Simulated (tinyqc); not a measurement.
# Pinning factor and decay constant from two barriers

Inverse problem. phiB = S (phiM - chi) + (1 - S)(Eg - E0) with S = 1/(1 + (1/S0 - 1) exp(-be ti)). Find S0, S at the given thickness and be.

Inputs (values chosen for the exercise); semiconductor values close to those of silicon; interlayer mass of the order of that in aluminium oxide, offset chosen freely:
- Eg = 1.12 eV (band gap)
- chi = 3.97 eV (electron affinity)
- E0 = 0.35 eV (charge-neutrality level above the valence band)
- phiM = 4.3 eV (metal work function)

phiB at ti = 0, 0.4 nm (eV): 0.6468  0.50493734

Answer. Each barrier gives its S by linear interpolation between the pinned and the unpinned value; the ratio of the two values of 1/S - 1 is exp(be ti).

S0 = 0.280
S = 0.602
be = 3.40 1/nm

tinyqc, about 0.04 s, one thread, Intel Xeon 2.30GHz (shared host): `OMP_NUM_THREADS=1 python tinyqc.py 2270129 2270130 out.jsonl`
